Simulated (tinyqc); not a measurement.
## Trap density from two Hall measurements

Question. p-type body, charge-sheet picture, full ionisation (an idealisation for deep acceptors), Boltzmann statistics for free electrons. e = Ec - EF at the surface. psi = Eg - Vt ln(Nv/Na) - e; N_dep = sqrt(2 eps0 eps_r Na (psi - Vt)/q); n_f = sqrt(N_dep^2 + 2 eps0 eps_r Vt Nc exp(-e/Vt)/q) - N_dep; Vg = Vfb + psi + q (N_dep + n_t + n_f)/Cox, Cox = eps0 eox/tox. Find e and n_t at both points and the mean trap density between them.

Parameters, values chosen for the exercise; band and dielectric values close to those of gallium nitride: temperature T = 475 K; band gap Eg = 3.44 eV; relative permittivity eps_r = 9.43; conduction-band density of states at T Nc = 4.52e18 cm^-3; valence-band density of states at T Nv = 9.03e19 cm^-3; relative permittivity of the insulator eox = 3.9; insulator thickness tox = 53 nm; acceptor density Na = 7.5e16 cm^-3; flat-band voltage without trapped charge Vfb = -2.27 V.

Constants: q = 1.602176634e-19 C, kB = 1.380649e-23 J/K, Vt = kB T/q, eps0 = 8.8541878128e-14 F/cm where lengths are in cm. Results are converted to the units shown.

Vg (V): 4.7984589  5.2448845
free sheet density from the Hall effect (cm^-2): 5.5742106e9  3.4900458e10

Answer. Each n_f fixes e; what the gate voltage holds beyond psi, N_dep and n_f is trapped; the difference quotient is the density, smeared over a few Vt.

e (eV): 0.194  0.118
n_t (cm^-2): 1.57e11  2.59e11
mean trap density = 1.34e12 cm^-2 eV^-1

tinyqc, about 0.03 s, one thread, Intel Xeon 2.30GHz (shared host): `OMP_NUM_THREADS=1 python tinyqc.py 2222030 2222031 out.jsonl`
